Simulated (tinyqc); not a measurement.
Size of the test strain: deformation potentials from a strained empirical pseudopotential.

Diamond lattice, no spin-orbit coupling. Atomic form factor V(q) = a1 (q^2 - a2)/(a3 exp(a4 q^2) - 1) in rydberg with q in 1/bohr, for the unstrained cell. Under a strain e the reciprocal vectors and k go over into (1 + e)^(-1) G, the atoms sit at +/- tau with tau = (1 + e) a (1,1,1)/8 - zeta a (eyz, ezx, exy)/4, and H(G,G') = c |k + G|^2 delta + (V(q)/det(1 + e)) cos(q.tau), q = G - G', with the term q = 0 left out; c = hbar^2/2m0. The basis is fixed before straining: all G with |k + G|^2 up to 16 (2 pi/a)^2. k is given in units of 2 pi/a of the unstrained cell.

Constants: hbar^2/2m0 = 3.80998211 eV angstrom^2; Ry = 13.60569312 eV; a0 (Bohr radius) = 0.5291772105 angstrom.

Inputs chosen for the exercise (out of a larger set: near those of Si; not measured data):
```
symbol  value                         unit      meaning
a       5.442                         angstrom  lattice constant
A       (0.535, 2.197, 2.039, 0.482)            a1 (Ry bohr^2), a2 (1/bohr^2), a3, a4 (bohr^2)
kD      0.82                          2 pi/a    position of the Delta minimum
```

e = diag(-h/2, -h/2, h). Xu = [E(Delta z) - E(Delta x)]/(1.5 h) at fixed kD, b = [E(Z) - E(X, Y)]/(4.5 h); one-sided from +h alone, central from +h and -h.

Results (eV):
```
h       Xu one-sided  Xu central  b one-sided  b central
0.0010         7.937       7.942       -3.327     -3.323
0.0025         7.930       7.942       -3.333     -3.323
0.0050         7.918       7.942       -3.343     -3.323
0.0100         7.894       7.943       -3.363     -3.323
0.0200         7.849       7.947       -3.403     -3.324
0.0300         7.806       7.954       -3.443     -3.325
```

How do the results move, and what explains it?

From h = 0.001 to 0.03 the one-sided Xu drifts by -0.131 eV and the central one by +0.012 eV; for b the drifts are -0.115 and -0.002 eV. The central difference cancels the term of second order in the strain, so its error goes as h^2. At h = 0.02 the linear law errs by 1.2 % for the valley splitting and 2.4 % for the valence splitting.

Run: tinyqc, `OMP_NUM_THREADS=1 python tinyqc.py 1851068 1851069 out.jsonl`; Intel(R) Xeon(R) Processor @ 2.30GHz, one thread, shared host; about 0.2 s of CPU time with all checks.
